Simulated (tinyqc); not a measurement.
# Trap density from two Hall measurements

Problem. p-type body, charge-sheet picture, full ionisation (an idealisation for deep acceptors), Boltzmann statistics for free electrons. e = Ec - EF at the surface. psi = Eg - Vt ln(Nv/Na) - e; N_dep = sqrt(2 eps0 eps_r Na (psi - Vt)/q); n_f = sqrt(N_dep^2 + 2 eps0 eps_r Vt Nc exp(-e/Vt)/q) - N_dep; Vg = Vfb + psi + q (N_dep + n_t + n_f)/Cox, Cox = eps0 eox/tox. Find e and n_t at both points and the mean trap density between them.

Inputs (values chosen for the exercise); band and dielectric values close to those of silicon: temperature T = 250 K; band gap Eg = 1.13 eV; relative permittivity eps_r = 11.7; conduction-band density of states at T Nc = 2.17e19 cm^-3; valence-band density of states at T Nv = 1.99e19 cm^-3; relative permittivity of the insulator eox = 3.9; insulator thickness tox = 57 nm; acceptor density Na = 7.2e16 cm^-3; flat-band voltage without trapped charge Vfb = -0.72 V.

Constants: q = 1.602176634e-19 C, kB = 1.380649e-23 J/K, Vt = kB T/q, eps0 = 8.8541878128e-14 F/cm where lengths are in cm. Results are converted to the units shown.

Vg (V): [2.9598856, 4.7527293]
free sheet density from the Hall effect (cm^-2): [3.1512464e10, 5.3900464e11]

Solution. Each n_f fixes e; what the gate voltage holds beyond psi, N_dep and n_f is trapped; the difference quotient is the density, smeared over a few Vt.

e (eV): [0.100, 0.0330]
n_t (cm^-2): [1.07e11, 2.19e11]
mean trap density = 1.66e12 cm^-2 eV^-1

tinyqc, about 0.02 s, one thread, Intel Xeon 2.30GHz (shared host): `OMP_NUM_THREADS=1 python tinyqc.py 2222235 2222236 out.jsonl`
